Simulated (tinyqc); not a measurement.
# Resistance of a tapered via with liner, size effect and interface: via resistance against the interface resistivity at the bottom

A round via whose diameter grows from db at the bottom as D(z) = db + 2 z/tan(ang). The fill, of diameter D - 2 tl, starts above the bottom liner (thickness fb tl) and has rho = rho0 (1 + ks lam/(D - 2 tl)); the sidewall liner conducts in parallel with it. The bottom liner and the interface are crossed over the full area pi db^2/4. Spreading in the lines above and below is left out.

Slices between z0 = fb tl and hv, evaluated at their midpoints: conductance per length pi/4 [(D - 2 tl)^2/rho + (D^2 - (D - 2 tl)^2)/rl], slice resistance = slice height over that. 2000 slices. R_fill = sum of the slices; R_bottom = rl fb tl/(pi db^2/4); R_interface = ri/(pi db^2/4); ballistic (Sharvin) limit 1/(Sb pi (db - 2 tl)^2/4); ideal cylinder rho0 hv/(pi db^2/4).

Values chosen for this exercise; fill metal close to tungsten:
- db = 47 nm (diameter at the bottom)
- hv = 160 nm (height)
- ang = 88 degrees (sidewall angle)
- rho0 = 5.24 uohm cm (bulk resistivity of the fill)
- lam = 15.1 nm (mean free path of the fill)
- ks = 1 (size-effect factor)
- tl = 3.6 nm (liner on the sidewall)
- fb = 0.7 (liner at the bottom over that on the sidewall)
- rl = 270 uohm cm (resistivity of the liner)
- Sb = 9.1e14 S/m^2 (ballistic conductance per area, about 3/(4 rho0 lam))

The same in every row: R_fill (ohm) = 6.8317; R_bottom (ohm) = 3.9217; ballistic limit (ohm) = 0.88329.

Result of one run:

| R_interface (ohm) | R (ohm) | R over ideal cylinder | largest part |
|---|---|---|---|
| 0.011528 | 10.765 | 2.2277 | fill |

Which interface resistivity at the bottom ri gave this result: 2e-13, 5e-13, 1e-11 or 3e-11 ohm cm^2?

ri = 2e-13 ohm cm^2.

The whole series:

| ri (ohm cm^2) | R_interface (ohm) | R (ohm) | R over ideal cylinder | largest part |
|---|---|---|---|---|
| 2e-13 | 0.011528 | 10.765 | 2.2277 | fill |
| 5e-13 | 0.028819 | 10.782 | 2.2312 | fill |
| 1e-12 | 0.057639 | 10.811 | 2.2372 | fill |
| 2e-12 | 0.11528 | 10.869 | 2.2491 | fill |
| 6e-12 | 0.34583 | 11.099 | 2.2968 | fill |
| 1e-11 | 0.57639 | 11.330 | 2.3445 | fill |
| 3e-11 | 1.7292 | 12.483 | 2.5831 | fill |

R rises from 10.8 to 12.5 ohm. The fill is the largest part at ri = 2e-13 and in all other rows. The share of the two bottom terms goes from 36.5 to 45.3 %.

Program tinyqc, `OMP_NUM_THREADS=1 python tinyqc.py 2750003 2750004 out.jsonl`; Intel Xeon 2.30GHz, shared host, one thread, about 0.01 s.
